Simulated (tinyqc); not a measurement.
What moves the results: sp3s* tight binding with spin-orbit coupling. A value that a table varies takes the place of the one given here.

sp3s* tight binding, nearest neighbours only: anion (a) at 0, cation (c) at a/4 (1,1,1), orbitals s, px, py, pz, s* on each; k in units of 2 pi/a. With phases e_j = exp(i (pi/2) k.n_j) for n = (1,1,1), (1,-1,-1), (-1,1,-1), (-1,-1,1): g0 = (e1+e2+e3+e4)/4, g1 = (e1+e2-e3-e4)/4, g2 = (e1-e2+e3-e4)/4, g3 = (e1-e2-e3+e4)/4. The diagonal holds the levels Esa, Epa, Exa (s*) and Esc, Epc, Exc. Anion-cation block: <sa|sc> = Vss g0; <sa|xc> = Vsapc g1; <xa|sc> = -Vscpa g1; <xa|xc> = Vxx g0; <xa|yc> = <ya|xc> = Vxy g3, <xa|zc> = <za|xc> = Vxy g2, <ya|zc> = <za|yc> = Vxy g1; <s*a|xc> = Vxapc g1; <xa|s*c> = -Vpaxc g1; y and z take g2 and g3 in place of g1; s-s* and s*-s* vanish.

Spin-orbit coupling acts within the p shell of each atom as (D/3) L.sigma, D = Da or Dc: it puts four states at Ep + D/3 and two at Ep - 2D/3.

Values chosen for the exercise (near a published set for AlAs, fitted to gaps, whose masses and valley positions are rough; spin-orbit coupling, where it is added without a refit, lifts the valence top and shrinks all gaps by about a third of the splitting; not measured data): Esa = -7.491 eV (s level of the anion); Epa = 0.975 eV (p level of the anion); Esc = -1.149 eV (s level of the cation); Epc = 3.586 eV (p level of the cation); Exa = 7.497 eV (s* level of the anion); Exc = 6.687 eV (s* level of the cation); Vss = -6.647 eV (s-s); Vxx = 1.898 eV (px-px); Vxy = 4.308 eV (px-py); Vsapc = 5.089 eV (s anion, p cation); Vscpa = 5.525 eV (s cation, p anion); Vxapc = 4.526 eV (s* anion, p cation); Vpaxc = 4.971 eV (p anion, s* cation); Da = 0.433 eV (atomic spin-orbit splitting, anion); Dc = 0.023 eV (the same, cation); eta = 3 (scaling exponent); D001 = 0.84 (ratio -ezz/exx).

## What the s* orbital does

The s* couplings Vxapc and Vpaxc are scaled by f; f = 0 is the plain sp3 model. Gaps from the top of the valence band at Gamma; the Delta value is the minimum on (x,0,0), 0.5 <= x <= 1.

Gaps (eV):
```
f      Gamma   Delta       L  x of the minimum
0.00  2.9537  4.6325  3.9580             0.500
0.25  2.9537  4.4558  3.8139             0.500
0.50  2.9537  3.9811  3.4666             0.666
0.75  2.9537  3.1108  3.0414             0.795
0.90  2.9537  2.5552  2.7761             0.827
1.00  2.9537  2.1791  2.5952             0.846
1.10  2.9537  1.8007  2.4050             0.863
```

The gap at Gamma stays, since g1 to g3 vanish there. From f = 0 to 1 the s* levels lower the Delta value by 2.453 eV and L by 1.363 eV. For f = 0 and 0.25 the least value lies at x = 0.5, the end of the range: any valley further out lies above that value until s* has lowered it enough. The lowest of the three is Gamma at f = 0 and the Delta line at f = 1.

## Hydrostatic strain (sp3s* tight binding with spin-orbit coupling, strained)

Strain e moves each bond vector to d = (1 + e) d0 (no internal displacement for the diagonal strains used here) and k is given in fractions of the strained reciprocal cell, so the phases stay. Two-centre values Vss_sigma = Vss/4, Vsp_sigma = sqrt3 V/4 for each s-p and s*-p pair, Vpp_sigma = (Vxx + 2 Vxy)/4, Vpp_pi = (Vxx - Vxy)/4 are scaled by (d0/d)^eta and combined with the new direction cosines; the levels on the diagonal stay.

exx = eyy = ezz = e. Gaps as measured from the top of the valence band; the deformation potentials are (gap(0.01) - gap(-0.01))/0.06.

Gaps (eV):
```
e       Gamma   Delta       L  x of the minimum
-0.03  3.6867  2.2034  2.9193             0.827
-0.02  3.4309  2.1946  2.8130             0.834
-0.01  3.1868  2.1865  2.7041             0.840
0.00   2.9537  2.1791  2.5952             0.846
0.01   2.7312  2.1722  2.4878             0.850
0.02   2.5188  2.1655  2.3829             0.853
0.03   2.3158  2.1587  2.2811             0.854
```

gap deformation potentials (eV): Gamma -7.592, Delta -0.239, L -3.605

Per unit of volume strain the gaps move by -7.59 (Gamma), -0.24 (Delta) and -3.61 eV (L). The lowest valley stays the Delta line over the range. These potentials follow from the one exponent eta, which fitted models replace by one for each integral; with it the sizes are rough, the sign for Delta can be wrong (in Si, Ge and the III-V crystals measured values are small and positive), and the pressures at which valleys cross, and which valley takes over, are rough too. A gap of zero, where one is listed, marks an s level that has sunk below the valence top.

## Biaxial strain splits the top of the valence band (sp3s* tight binding, strained)

No spin-orbit coupling; k = 0; exx = eyy = e, ezz = -D001 e. The four bonds keep equal lengths, and the sums over them give Vxx(e) for px and py and Vzz(e) for pz; each level is the lower root of [[Epa, V], [V, Epc]], and the s level the upper root of the s block. The shear potential b follows from E(x,y) - E(z) = 3 b (exx - ezz), taken as the slope between e = -0.005 and 0.005.

Couplings and levels at Gamma (eV):
```
e           ezz  Vxx(e)  Vzz(e)   E(x,y)     E(z)  E(x,y) - E(z) (meV)  upper s level
-0.020   0.0168  1.8322  2.1611   0.0308  -0.2443                275.0         3.1835
-0.010   0.0084  1.8661  2.0276   0.0030  -0.1310                134.1         3.1142
-0.005   0.0042  1.8823  1.9623  -0.0102  -0.0764                 66.2         3.0794
0.005   -0.0042  1.9132  1.8346  -0.0356   0.0288                -64.4         3.0098
0.010   -0.0084  1.9278  1.7722  -0.0478   0.0794               -127.1         2.9750
0.020   -0.0168  1.9556  1.6502  -0.0708   0.1763               -247.1         2.9053
```

b = -2.366 eV

Under tension in the plane (e > 0) the bonds tilt towards the plane, Vxx grows to 1.9278 and Vzz falls to 1.7722 eV at e = 0.01, and the pz state forms the top of the valence band, by 127.1 meV; under compression (e = -0.01) the px, py pair does, by 134.1 meV. The slope gives b = -2.37 eV, a rough value, since on-site strain terms are left out (measured values lie near -2 eV).

## What each parameter does

Gaps from the top of the valence band at Gamma; Delta is the minimum on (x,0,0), 0.5 <= x <= 1. Each row changes one parameter from the base and keeps the others.

Results:
```
case              Ev (eV)  gap Gamma (eV)  gap Delta (eV)  gap L (eV)
base               0.0909          2.9537          2.1791      2.5952
Vsapc = 5.389 eV   0.0909          2.9537          2.2776      2.6901
Esc = -0.849 eV    0.0909          3.1696          2.1921      2.7002
Vxapc = 4.326 eV   0.0909          2.9537          2.3094      2.6533
Exc = 6.387 eV     0.0909          2.9537          2.1542      2.5783
Vxx = 2.198 eV    -0.1658          3.2104          2.4534      2.8811
Exa = 7.797 eV     0.0909          2.9537          2.2640      2.6360
```

The largest shifts from the base row, up to three for each result and ties (the steps differ in size, so this ranks the rows, not the parameters). Ev (eV): Vxx -0.2566; unchanged at the printed digits by Vsapc, Esc, Vxapc, Exc and Exa. gap Gamma (eV): Vxx +0.2566, Esc +0.2158; unchanged at the printed digits by Vsapc, Vxapc, Exc and Exa. gap Delta (eV): Vxx +0.2743, Vxapc +0.1303, Vsapc +0.0985. gap L (eV): Vxx +0.2859, Esc +0.1050, Vsapc +0.0949. Vsapc, Vxapc, Exc and Exa cannot move Ev or the gap at Gamma, whose blocks do not hold them; s parameters never move Ev, and move the gap only where the lowest empty level at Gamma is s-like.

tinyqc: `OMP_NUM_THREADS=1 python tinyqc.py 1451004 1451005 out.jsonl`; about 0.1 s, one thread, shared Intel(R) Xeon(R) Processor @ 2.30GHz.
